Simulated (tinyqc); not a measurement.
Channel resistance from two points of the on-state curve.

Inverse problem. In the p-i-n model Von = V1 + 2 Vt ln(J/(1 A/cm^2)) + J Rch, with V1 independent of J. Find Rch and V1.

Inputs (values chosen for the exercise):
- T = 300 K (temperature)

Constants: q = 1.602176634e-19 C, kB = 1.380649e-23 J/K, Vt = kB T/q. Results are converted to the units shown.

Von at J = 30 and 90 A/cm^2 (V): [0.87688425, 1.1016869]

Answer. Remove the logarithmic junction term; the rest is linear in J.

Rch = 2.80 mohm cm^2
V1 = 0.617 V

tinyqc, about 0.01 s, one thread, Intel Xeon 2.30GHz (shared host): `OMP_NUM_THREADS=1 python tinyqc.py 2590022 2590023 out.jsonl`
